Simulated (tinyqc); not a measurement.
WKB tunnelling through a gate dielectric with a two-band (Franz) dispersion, step by step. Values are carried at full precision from step to step, so a last printed digit may differ when a step is redone from the rounded ones.

Constants: hbar^2/2m0 = 3.80998211 eV angstrom^2.

Inputs chosen for the exercise (of the size used for AlN on silicon; shifted at random, so the results belong to these values and not to a real crystal): phi = 1.69 eV (barrier above the electron energy at the emitter); t = 38 angstrom (thickness); V = 0.5 V (voltage across the layer); Eg = 6.04 eV (gap of the dielectric); m = 0.35 m0 (mass at the conduction edge).

## Shape of the barrier

Field V/t (1 V/angstrom = 100 MV/cm), the end of the forbidden region x_e = min(t, phi t/V), and u there.

field = 1.32 MV/cm
x_e = 38.00 angstrom
u(x_e) = 1.190 eV

V < phi: a trapezoid, direct tunnelling through the whole layer.

## Decay constant through the layer

At depth x the conduction edge lies u(x) = phi - V x/t above the electron. Parabolic: kappa = sqrt(m u/c). Franz: kappa = sqrt(m u (1 - u/Eg)/c), which vanishes at both band edges. c = hbar^2/2m0. T = exp(-2 integral of kappa dx) over the region u > 0; no image force, no prefactor, zero transverse momentum. The region ends at x_e = min(t, phi t/V); x_e < t is the Fowler-Nordheim regime.

Nine points x = j x_e/8.

kappa (1/angstrom):
```
x (angstrom)  u (eV)  parabolic   Franz
0.000         1.6900     0.3940  0.3344
4.750         1.6275     0.3867  0.3305
9.500         1.5650     0.3792  0.3264
14.250        1.5025     0.3715  0.3220
19.000        1.4400     0.3637  0.3174
23.750        1.3775     0.3557  0.3125
28.500        1.3150     0.3476  0.3074
33.250        1.2525     0.3392  0.3020
38.000        1.1900     0.3306  0.2963
```

At the emitter the Franz value is 15.1 % below the parabolic one, the factor sqrt(1 - phi/Eg).

## The integrals by Simpson's rule

Weights 1, 4, 2, 4, 2, 4, 2, 4, 1 times a third of the spacing.

integral of kappa dx: parabolic 13.803, Franz 12.035

## The integrals in closed form

Parabolic: (2/3) sqrt(m/c) (t/V) (phi^(3/2) - u_e^(3/2)). Franz: sqrt(m/c) Eg^(3/2) (t/V) (f(phi/Eg) - f(u_e/Eg)) with f(y) = ((2y - 1) sqrt(y (1 - y)) + arcsin(sqrt y))/4. u_e = max(phi - V, 0). T = exp(-2 I).

integral of kappa dx: parabolic 13.8035, Franz 12.0352

T: parabolic 1.02e-12, Franz 3.52e-11

The two-band dispersion raises T by a factor 34.3.

## Checks

- Franz integral in closed form against adaptive quadrature: both 12.0352.

tinyqc: `OMP_NUM_THREADS=1 python tinyqc.py 1452190 1452191 out.jsonl`; about 0.01 s, one thread, shared Intel(R) Xeon(R) Processor @ 2.30GHz.
